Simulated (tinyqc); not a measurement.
Chemically amplified photoresist: aerial image, acid generation, bake, development and line width: one step, computed by the program tinyqc.

Lines and spaces of pitch p with a two-beam-like image; x = 0 is the middle of the bright space. The resist is positive and treated as uniform in depth.

Task: Space width and dose latitude. Dose E(x) = E [1 + c cos(2 pi x/p)]; acid h = 1 - exp(-C E(x)). Bake: the acid image is blurred by a Gaussian of variance sigma^2 = 2 D t (each Fourier term k of h, taken on 64 points, is multiplied by exp(-4 pi^2 k^2 D t/p^2)). The quencher then removes q, h_eff = max(h_blurred - q, 0); protection m = exp(-k_amp t h_eff). Mack rate r = r_max (a + 1)(1 - m)^n/(a + (1 - m)^n) + r_min, a = ((n + 1)/(n - 1))(1 - m_th)^n. Edge: vertical development clears the film where r t_d >= d; the space width is twice the x where r = d/t_d. Dose sensitivity = d ln(width)/d ln E from widths at 1.005 E and E/1.005; image log-slope at the edge = |d ln E/dx|, normalised by the width (NILS); latitude for 10 % of width = 10 %/sensitivity.

Inputs (values chosen for the exercise, for a model resist at 13.5 nm): pitch p = 26 nm; image contrast c = 0.52; mean dose E = 14.9 mJ/cm^2; Dill parameter C = 0.019 cm^2/mJ; quencher load q, relative to the acid generator = 0.051; acid diffusivity D = 0.038 nm^2/s; bake time t = 45 s; amplification rate k_amp = 0.042 1/s; threshold protection m_th = 0.53; development selectivity n = 12; largest rate r_max = 240 nm/s; smallest rate r_min = 0.14 nm/s; resist thickness d = 26 nm; development time t_d = 45 s.

Give: space width; dose sensitivity; NILS; dose latitude.

Result:

space width = 14.563 nm

dose sensitivity = 1.1113

NILS = 1.9920

dose latitude = 8.9981 %

At the same width a resist without blur would give a sensitivity 2/NILS = 1.004; the blur multiplies it by 1.11. Caution: lateral development, standing waves and the joint diffusion of acid and quencher are left out, so widths are indicative.
